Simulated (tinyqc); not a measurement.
Carrier statistics of a doped semiconductor with parabolic bands: one step. Effective densities of states. Three cases, with inputs chosen for the exercise.

Question. m_de = Mv^(2/3) (ml mt^2)^(1/3); m_dh = (mhh^(3/2) + mlh^(3/2))^(2/3); N = 2 (m kB T/(4 pi c))^(3/2) with c = hbar^2/2m0, in 1/angstrom^3; times 1e24 for 1/cm^3.

Constants: hbar^2/2m0 = 3.80998211 eV angstrom^2.

Give: m_de; m_dh; Nc; Nv.

Case 1.

Values chosen (near those of InAs; shifted at random, so the results belong to these values and not to a real crystal):
- ml = 0.0255 m0 (longitudinal electron mass)
- mt = 0.0255 m0 (transverse electron mass)
- Mv = 1 (equivalent valleys)
- mhh = 0.41 m0 (heavy-hole mass)
- mlh = 0.025 m0 (light-hole mass)

kT = 0.03016067 eV

Answer.

m_de = 0.0255 m0
m_dh = 0.4141 m0
Nc = 1.2877e+17 1/cm^3
Nv = 8.4267e+18 1/cm^3

The light holes supply 1.5 % of Nv, and Nc/Nv = 0.0153.

Case 2.

Values chosen (near those of SiC; shifted at random, so the results belong to these values and not to a real crystal):
- ml = 0.329 m0 (longitudinal electron mass)
- mt = 0.416 m0 (transverse electron mass)
- Mv = 3 (equivalent valleys)
- mhh = 1.01 m0 (heavy-hole mass)
- mlh = 0.451 m0 (light-hole mass)

kT = 0.03446933 eV

Answer.

m_de = 0.8002 m0
m_dh = 1.2021 m0
Nc = 2.7656e+19 1/cm^3
Nv = 5.0917e+19 1/cm^3

The light holes supply 23.0 % of Nv, and Nc/Nv = 0.543.

Case 3.

Values chosen (near those of InSb; shifted at random, so the results belong to these values and not to a real crystal):
- ml = 0.0136 m0 (longitudinal electron mass)
- mt = 0.0136 m0 (transverse electron mass)
- Mv = 1 (equivalent valleys)
- mhh = 0.441 m0 (heavy-hole mass)
- mlh = 0.0148 m0 (light-hole mass)

kT = 0.02585200 eV

Answer.

m_de = 0.0136 m0
m_dh = 0.4428 m0
Nc = 3.9800e+16 1/cm^3
Nv = 7.3942e+18 1/cm^3

The light holes supply 0.6 % of Nv, and Nc/Nv = 0.00538.

Computed by tinyqc, one run a case: `OMP_NUM_THREADS=1 python tinyqc.py N N+1 out.jsonl` with N = 1681107, 1681141, 1681191; one thread of a shared Intel(R) Xeon(R) Processor @ 2.30GHz, about 0.01 s a run at most.
